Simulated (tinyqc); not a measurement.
# Ion-assisted plasma etching: sheath, surface coverage, synergy and aspect-ratio dependence, step by step

A worked calculation. Computed by tinyqc, a small Python program that keeps every step. Command: `OMP_NUM_THREADS=1 python tinyqc.py 3027432 3027433 out.jsonl etch walk`. One thread of a shared host (Intel(R) Xeon(R) Processor @ 2.30GHz), about 0.05 s of CPU time with the checks. Intermediate numbers are printed to about 6 digits and carried at full precision; extremes and crossings named in words are read from the listed rows.

Radicals adsorb on bare sites; ions remove covered sites with a high yield and bare sites by sputtering; a slow spontaneous reaction acts everywhere, walls included.

Inputs (values chosen for the exercise, close to those used for silicon in a halogen plasma):
```
quantity                                value       unit
plasma density n_e                    1.8e+10     1/cm^3
electron temperature T_e                  3.7         eV
ion mass M_i                             35.5          u
sheath voltage V                           40          V
radical density n                     3.7e+13     1/cm^3
radical mass M_n                         35.5          u
gas temperature T_g                       300          K
sticking coefficient s                   0.19          -
radicals per removed unit x                 3          -
yield slope b                            0.15  eV^(-1/2)
threshold E_th                             20         eV
sputter slope b_p                       0.024  eV^(-1/2)
sputter threshold E_p                      27         eV
spontaneous reaction probability k_c  7.9e-05          -
solid density N                         5e+22     1/cm^3
ion temperature T_i                       0.8         eV
aspect ratio A                             27          -
```

Feature: long trench.

Constants: e = 1.602176634e-19 C; u = 1.6605390666e-27 kg; k_B = 1.380649e-23 J/K; eps_0 = 8.8541878128e-12 F/m.

## Fluxes

Bohm speed u_B = sqrt(e T_e/M_i); ion flux G_i = 0.61 n_e u_B; radical flux G_n = n c/4 with c = sqrt(8 k_B T_g/(pi M_n)).

Bohm speed = 317115 cm/s

ion flux G_i = 3.48193e+15 1/(cm^2 s)

radical speed c = 42299.3 cm/s

radical flux G_n = 3.91269e+17 1/(cm^2 s)

flux ratio G_n/G_i = 112.371

## Sheath and ion angles

Debye length lambda_D = sqrt(eps_0 T_e/(e n_s)) with n_s = 0.61 n_e, T_e in volts; Child-law sheath d = (sqrt2/3) lambda_D (2 V/T_e)^(3/4); ion energy E = V + T_e/2; angular spread = arctan(sqrt(T_i/E)).

Debye length = 136.464 um

sheath thickness = 645.028 um

ion energy E = 41.85 eV

angular spread = 7.87182 degrees

## Yields

Yields: Y = b (sqrt(E) - sqrt(E_th)) on covered sites, Y_p = b_p (sqrt(E) - sqrt(E_p)) on bare ones (zero below threshold).

yield Y = 0.299553

sputter yield Y_p = 0.0305521

## Open-field etch rate

Steady coverage: s G_n (1 - theta) = x Y G_i theta; removal flux = Y G_i theta + Y_p G_i (1 - theta) + k_c G_n; rate = flux/N, 1 cm/s = 6e8 nm/min. Lateral rate = k_c G_n/N; anisotropy = 1 - lateral/vertical; synergy = vertical/(ions alone + radicals alone), with ions alone Y_p G_i/N and radicals alone the lateral rate.

coverage theta = 0.959609

vertical rate = 12.4332 nm/min

lateral rate = 0.370923 nm/min

anisotropy = 0.970167

synergy = 7.54678

The surface is nearly saturated: ions limit the ion-assisted part.

## Rate at the floor of the feature

Transmission of a long trench, rough form: K = (1 + ln(1 + A))/(1 + A + ln(1 + A)), walls that scatter diffusely without loss. With a loss probability S = s (1 - theta) at the floor, G_b/G_n = K/(K + S - K S); theta follows G_b, and the two are solved together. Ions are taken to reach the floor unshadowed; G_b replaces G_n in every term of the rate; A is depth over width.

transmission K = 0.138267

G_b/G_n = 0.952268

coverage at the floor = 0.957671

rate at the floor = 12.3937 nm/min

floor rate over open-field rate = 0.996823

The lag is 0.32 %. Caution: at this aspect ratio many ions strike the walls, so ion shadowing, left out here, adds to the lag. Caution: the trench transmission is an interpolation between the limits 1 and ln(A)/A, good to tens of per cent.

## Etch lag against aspect ratio

The formulas are those given above.

Floor of the feature:
```
A             K   G_b/G_n     theta  rate (nm/min)  relative rate
0.5    0.737597  0.997270  0.959503        12.4310       0.999823
1.0    0.628687  0.995468  0.959433        12.4296       0.999705
2.0    0.512030  0.992689  0.959324        12.4273       0.999524
5.0    0.358296  0.986263  0.959070        12.4221       0.999102
10.0   0.253614  0.977436  0.958715        12.4148       0.998519
20.0   0.168210  0.962112  0.958085        12.4020       0.997492
50.0   0.089781  0.922460  0.956362        12.3680       0.994751
100.0  0.053166  0.864191  0.953557        12.3148       0.990477
```

K falls by a factor 13.9 over the rows and the rate by 1.01. Among these rows the rate stays within 10 % of the open-field value up to A = 100, as near saturation the coverage changes little when G_b falls. Caution: rows with A above about 1/(2 tan(ion spread)) or 1/sqrt(k_c), often 10 to 30, are formal: ion shadowing, radical loss on the walls, redeposition of sputtered material and, in fluorocarbon plasmas, polymer growth are left out and add to the lag.

## Yield per ion against the flux ratio

The ion flux is fixed and the radical flux set by the ratio; the removal per ion is the removal flux over G_i.

Open field:
```
G_n/G_i     theta  rate (nm/min)  removal per ion
0.3      0.059645         1.9479         0.046620
1        0.174527         3.2415         0.077579
3        0.388109         5.6487         0.135191
10       0.678896         8.9402         0.213966
30       0.863812        11.0846         0.265288
100      0.954838        12.3388         0.295305
300      0.984479        13.3321         0.319078
1000     0.995292        15.7642         0.377287
3000     0.998426        22.4012         0.536130
```

Coverage reaches one half at G_n/G_i = x Y/s = 4.73. Below that the ion-assisted part follows the radical flux, on top of the sputter floor Y_p = 0.0306; above it the ion-assisted part saturates at Y = 0.300 per ion, and the further rise to 0.536 comes from the spontaneous reaction, which costs anisotropy.

Checks made by the program: series form 1/R = 1/(Y G_i) + x/(s G_n) of the ion-assisted part (relative difference below 1e-10).
